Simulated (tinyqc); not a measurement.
Equation-of-state fits to an energy-volume table made by a known binding curve: one step, computed by the program tinyqc. Command: `OMP_NUM_THREADS=1 python tinyqc.py 3007531 3007532 out.jsonl eosfit walk`. One thread of a shared host (Intel(R) Xeon(R) Processor @ 2.30GHz), about 0.01 s of CPU time with the checks.

With x = (V/V_0)^(1/3), the energy per atom is E = D [exp(-2 eta (x - 1)) - 2 exp(-eta (x - 1))], so that B0 = 2 D eta^2/(9 V_0) and B' = 1 + eta. B' = dB/dP at P = 0.

Question. Errors of the Birch-Murnaghan fit. Third-order Birch-Murnaghan is a cubic in u = V^(-2/3): fit it by linear least squares, find the minimum, and take B0 = V E''(V), B' = -1 - V E'''/E'' there. Errors are fitted minus exact, relative; the pressure at c V_0 uses P = (3 B0/2) (x^7 - x^5) [1 + (3/4)(B' - 4)(x^2 - 1)], x = (V0/V)^(1/3) with the fitted values.

Inputs (values chosen for the exercise, for a model crystal): true volume V_0 = 17.9 angstrom^3/atom; compression V/V_0 for the pressure test = 0.85.

Binding curve: Morse. Noise: none.

fitted B0 = 101.6664 GPa

exact B0 = 101.9518 GPa

fitted B' = 3.997271

exact B' = 4.02

fitted V0 = 17.90091 angstrom^3

exact pressure at c V_0 = 22.84775 GPa

Give: error of B0; error of B'; fitted pressure at c V_0; error of that pressure.

Answer.

error of B0 = -0.280 %

error of B' = -0.565 %

fitted pressure at c V_0 = 22.9 GPa

error of that pressure = 0.159 %
